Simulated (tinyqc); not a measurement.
Off-state leakage of single and stacked transistors: two steps of the calculation.

n-channel devices of unit width. Subthreshold current I(Vg, Vs, Vd) = I0 (T/300 K)^0.5 exp[(Vg - Vs - VT(T) - gb (Vs - Vb) + dd (Vd - Vs))/(nf Vt)] (1 - exp(-(Vd - Vs)/Vt)), VT(T) = VT - cT (T - 300 K). Gate-edge tunnelling Ig (Vd/1 V) exp(ag (Vd - 1 V)), for a gate at 0 V, and band-to-band leakage Ab u exp(-Bb/u), u = Vd - Vb + 1 V, flow at a drain held at V; both are taken as independent of T. In a stack of off transistors (all gates at 0 V) the same subthreshold current passes through each.

Parameters, values chosen for the exercise; values of the order met in bulk silicon logic transistors:
- T = 358 K (temperature)
- V = 1.1 V (supply voltage)
- VT = 0.32 V (threshold at 300 K, zero drain and body bias)
- cT = 0.7 mV/K (fall of the threshold with temperature)
- I0 = 0.39 uA/um (current at threshold at 300 K)
- nf = 1.16 (slope factor)
- dd = 0.1 (drain-induced lowering per volt)
- gb = 0.18 (rise of the threshold per volt of source-body bias)
- Ig = 2e-6 uA/um (gate-edge tunnelling current at 1 V)
- ag = 5.4 1/V (exponential slope of the gate current)
- Ab = 2 uA/(um V) (prefactor of band-to-band leakage at the drain)
- Bb = 20 V (its exponential voltage)
- Vb = -0.3 V (body voltage)

Constants: q = 1.602176634e-19 C, kB = 1.380649e-23 J/K, Vt = kB T/q. Results are converted to the units shown.

Problem 1. Leakage of one transistor. Vg = Vs = 0, Vd = V; effective threshold VT(T) - gb Vb - dd V.

Wanted: effective threshold; parts; total; shares.

Solution 1.

effective threshold = 0.22340 V
parts (nA/um): subthreshold 0.82851, gate edge 0.0037752, band-to-band 1.1538
total = 1.9861 nA/um
shares (%): subthreshold 41.716, gate edge 0.19009, band-to-band 58.094

The band-to-band part is the largest.

Problem 2. New Vx. Stack of two, Vx the node between them: I_low = I(0, 0, Vx), I_up = I(0, Vx, V), f = ln(I_up/I_low), f' = -(1 + gb + 2 dd)/(nf Vt) - 1/(Vt (exp(Vx/Vt) - 1)) - 1/(Vt (exp((V - Vx)/Vt) - 1)), Vx(new) = Vx - f/f'.

Vx at the start = 0.08 V

Give: I_low; I_up; f; f'; Vx after iteration 1.

Solution 2.

I_low = 0.04433 nA/um
I_up = 0.04738 nA/um
f = 0.06655
f' = -41.18 1/V
Vx after iteration 1 = 0.08162 V

Numbers from tinyqc (`OMP_NUM_THREADS=1 python tinyqc.py 2242069 2242070 out.jsonl`; about 0.04 s on one thread of a shared Intel Xeon 2.30GHz).
